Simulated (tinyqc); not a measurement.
Tunnel rates from the two plateau currents.

Question. With only the 0-1 transition of a spin-degenerate level in the bias window, I = 2 q G_in G_out/(2 G_in + G_out). Find GL and GR.

Constants: q = 1.602176634e-19 C. Results are converted to the units shown.

sizes of the plateau currents for electrons entering from the left and from the right (pA): [66.296964, 36.973307]

Solution. q/I(left) = 1/GR + 1/(2 GL) and q/I(right) = 1/GL + 1/(2 GR) are linear in 1/GL and 1/GR.

GL = 0.240 1/ns
GR = 3.00 1/ns

tinyqc, about 0.01 s, one thread, Intel Xeon 2.30GHz (shared host): `OMP_NUM_THREADS=1 python tinyqc.py 2780005 2780006 out.jsonl`
